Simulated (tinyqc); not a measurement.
Worked calculation: Pariser-Parr-Pople SCF with singles CI, for the molecule Clc1nnc2[nH]cnc2n1 (SMILES; centres numbered as the heavy atoms are written). One step of it, computed by the program tinyqc.

Task: Singles CI, singlets. Over the 6 single excitations with the smallest orbital gaps: A = (e_a - e_i) delta + 2 (ia|jb) - (ij|ab), with (pq|rs) = sum c_mp c_mq gamma_mn c_nr c_ns. f = 2/3 w |mu|^2 in atomic units, mu = sqrt2 sum c_ia sum_m c_mi c_ma R_m.

orbital energies (eV): [-16.786617, -15.043723, -13.879745, -13.050458, -11.299313, -10.721379, -1.515195, 0.577313, 1.153323, 3.563298]

coefficients, order 1Cl, 2C, 3N, 4N, 5C, 6N, 7C, 8N, 9C, 10N:
```
[[0.112775, 0.416138, 0.544157, 0.635682, -0.026055, -0.293151, 0.043704, -0.123041, 0.070284, -0.072849],
 [0.217310, 0.393146, 0.177247, -0.075119, 0.020473, 0.360734, -0.162754, 0.565199, -0.342049, 0.409474],
 [0.283980, 0.423612, -0.279138, -0.028789, 0.441711, 0.274443, -0.383861, -0.211564, 0.354366, -0.270277],
 [0.365700, 0.239437, -0.473985, 0.052532, 0.179072, -0.274754, 0.549128, -0.176895, -0.271787, 0.259334],
 [0.444522, -0.072733, -0.277159, 0.079538, -0.385060, -0.360006, -0.175814, 0.503796, 0.101504, -0.375589],
 [0.407550, -0.387401, -0.077740, 0.422077, -0.257995, 0.435782, -0.196119, -0.357396, -0.261504, 0.092655],
 [0.305927, -0.382265, 0.209405, 0.120819, 0.351426, 0.229056, 0.438897, 0.309423, 0.482656, 0.067354],
 [0.301726, -0.278533, 0.350765, -0.260733, 0.487969, -0.291878, -0.193601, -0.061450, -0.466411, -0.241370],
 [0.325927, -0.035723, 0.180264, -0.346484, -0.203119, -0.304606, -0.259218, -0.255192, 0.385895, 0.569803],
 [0.266687, 0.234812, 0.296064, -0.446735, -0.392457, 0.288391, 0.395008, -0.207787, -0.022813, -0.386776]]
```

repulsion gamma_rs (eV), order 1Cl, 2C, 3N, 4N, 5C, 6N, 7C, 8N, 9C, 10N:
```
[[13.000000, 7.827538, 5.376106, 3.716237, 3.297934, 2.543988, 2.369808, 2.820911, 3.700142, 5.376593],
 [7.827538, 11.130000, 7.731545, 5.297283, 4.668361, 3.344746, 2.994007, 3.621278, 5.238603, 7.728634],
 [5.376106, 7.731545, 12.300000, 7.890640, 5.296040, 3.683689, 3.004652, 3.317602, 4.709223, 5.348082],
 [3.716237, 5.297283, 7.890640, 12.300000, 7.726263, 5.248505, 3.741969, 3.813395, 5.296490, 4.744040],
 [3.297934, 4.668361, 5.296040, 7.726263, 11.130000, 8.281108, 5.521135, 5.588474, 7.556054, 5.296156],
 [2.543988, 3.344746, 3.683689, 5.248505, 8.281108, 16.800000, 8.283330, 5.826479, 5.786313, 3.866499],
 [2.369808, 2.994007, 3.004652, 3.741969, 5.521135, 8.283330, 11.130000, 7.731991, 5.521171, 3.742147],
 [2.820911, 3.621278, 3.317602, 3.813395, 5.588474, 5.826479, 7.731991, 12.300000, 7.728919, 5.117547],
 [3.700142, 5.238603, 4.709223, 5.296490, 7.556054, 5.786313, 5.521171, 7.728919, 11.130000, 7.726570],
 [5.376593, 7.728634, 5.348082, 4.744040, 5.296156, 3.866499, 3.742147, 5.117547, 7.726570, 12.300000]]
```

Centres (angstrom, eV; a flat drawing with bonds scaled to 1.40 angstrom):
```
centre          x          y  core charge z          W   gamma_rr
1Cl     -3.206000   0.690000              2  26.000000  13.000000
2C      -1.887000   0.221000              1  11.160000  11.130000
3N      -1.633000  -1.155000              1  14.100000  12.300000
4N      -0.314000  -1.624000              1  14.100000  12.300000
5C       0.752000  -0.715000              1  11.160000  11.130000
6N       2.140000  -0.899000              2  25.600000  16.800000
7C       2.743000   0.364000              1  11.160000  11.130000
8N       1.729000   1.328000              1  14.100000  12.300000
9C       0.498000   0.661000              1  11.160000  11.130000
10N     -0.822000   1.130000              1  14.100000  12.300000
```

Give: singlet CI matrix; singlet excitation energies; oscillator strengths.

Result:

singlet CI matrix (eV), order 6>7, 5>7, 6>8, 4>7, 6>9, 5>8:
```
[[4.8823, -0.0103, 0.1244, -0.2729, 0.1068, 0.7727],
 [-0.0103, 5.3398, -0.7735, 0.1181, 0.3640, 0.0659],
 [0.1244, -0.7735, 6.6313, -0.2968, 0.1339, -0.0437],
 [-0.2729, 0.1181, -0.2968, 6.9124, -0.1376, 0.0856],
 [0.1068, 0.3640, 0.1339, -0.1376, 7.0202, 0.0286],
 [0.7727, 0.0659, -0.0437, 0.0856, 0.0286, 6.8675]]
```

singlet excitation energies (eV): [4.5753, 4.9068, 6.6042, 7.0400, 7.1914, 7.3356]

oscillator strengths: [0.3394, 0.1760, 0.2468, 0.3650, 1.1899, 0.3619]
